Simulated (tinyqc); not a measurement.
Gated graphene, quantum capacitance: one step of the calculation.

phi is the Fermi level above the Dirac point, in volts; Vg is counted from the gate voltage of charge neutrality. Ideal linear bands, no charge puddles.

Question. Gate capacitance. Cox = eps0 eox/tox.

Values chosen for this exercise:
```
symbol  value  unit                                                                 meaning
eox       3.9        relative permittivity of the gate insulator (close to silicon dioxide)
tox       2.5    nm                                                     insulator thickness
```

Constants: eps0 = 8.8541878128e-14 F/cm where lengths are in cm. Results are converted to the units shown.

Give: Cox.

Answer.

Cox = 1.3813 uF/cm^2

Program tinyqc, `OMP_NUM_THREADS=1 python tinyqc.py 2200107 2200108 out.jsonl`; Intel Xeon 2.30GHz, shared host, one thread, about 0.01 s.
